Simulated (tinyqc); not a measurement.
# Esaki diode in forward bias, two-band WKB: effect of temperature

Abrupt p-n junction, depletion approximation. Energies E are counted from the conduction-band edge of the neutral n side; its Fermi level lies at dn, that of the p side at dn - V, and the valence-band edge of the neutral p side at Em = dn + dp - V. Tunnelling needs 0 < E < Em. Two-band dispersion with equal masses m: inside the gap kappa = sqrt(m u (1 - u/Eg)/C), u the distance from a band edge, C = hbar^2/(2 m0).

Nc and Nv are given at 77 K and scale as (T/77 K)^1.5; Eg, m and eps_r are held. Nd = Nc F12(dn/Vt), Na = Nv F12(dp/Vt), F12(x) = (2/sqrt(pi)) int_0^infinity sqrt(u)/(1 + exp(u - x)) du; dn = EF - Ec on the n side, dp = Ev - EF on the p side (negative outside the bands); Vbi = Eg + dn + dp. W = sqrt(2 eps0 eps_r (Vbi - V)(1/Na + 1/Nd)/q), mean field F = (Vbi - V)/W, peak field 2 F. In a uniform field F the exponent is S = pi sqrt(m/C) Eg^1.5/(4 F). Transverse energy Et = C kt^2/m raises it to S (1 + 4 Et/Eg), so T = exp(-S) exp(-Et/Eb) with Eb = Eg/(4 S). KJ = (2 q^2/h) m/(4 pi C) (times 1e14 for A/cm^2 per eV^2). J = KJ exp(-S) Eb times the integral from 0 to Em of [f(E - dn) - f(E - dn + V)] [1 - exp(-min(E, Em - E)/Eb)] dE, f(x) = 1/(1 + exp(x/Vt)), with S and Eb from the mean field; J > 0 flows from p to n.

Parameters, values chosen for the exercise; band and dielectric values close to those of In0.53Ga0.47As:

| symbol | value | unit | meaning |
|---|---|---|---|
| Eg | 0.749 | eV | band gap |
| eps_r | 14.1 |  | relative permittivity |
| Nc | 2.72e16 | cm^-3 | conduction-band density of states at 77 K |
| Nv | 1.02e18 | cm^-3 | valence-band density of states at 77 K |
| m | 0.039 | m0 | band-edge mass of the two-band model |
| Na | 2e19 | cm^-3 | acceptor density |
| Nd | 5.3e18 | cm^-3 | donor density |
| V | 0.074 | V | bias of the p side |

Constants: q = 1.602176634e-19 C, kB = 1.380649e-23 J/K, hbar = 1.054571817e-34 J s, h = 6.62607015e-34 J s, m0 = 9.1093837015e-31 kg, Vt = kB T/q, eps0 = 8.8541878128e-14 F/cm where lengths are in cm, hbar^2/(2 m0) = 0.0380998212 eV nm^2. Results are converted to the units shown.

Effect of temperature:
```
T (K),Vbi (V),mean field (MV/cm),S,J (A/cm^2)
100,1.076,0.5189,9.926,22.88
150,1.074,0.5185,9.935,21.82
200,1.071,0.5178,9.948,20.49
300,1.063,0.5157,9.988,17.51
400,1.052,0.5128,10.05,14.52
```

What does the table show?

Vbi falls from 1.08 to 1.05 V, S rises from 9.93 to 10.0, and |J| falls from 22.9 to 14.5 A/cm^2, a spread of a factor 1.58. That is small against a thermally activated current. The shrinking of the gap with temperature, left out here, would raise J.

Range of the model: Parabolic densities of states, no band tails and no gap narrowing, all of which matter at such doping.

Computed by the program tinyqc: `OMP_NUM_THREADS=1 python tinyqc.py 2620085 2620086 out.jsonl`, one thread of a shared Intel Xeon 2.30GHz, about 0.01 s for the whole run.
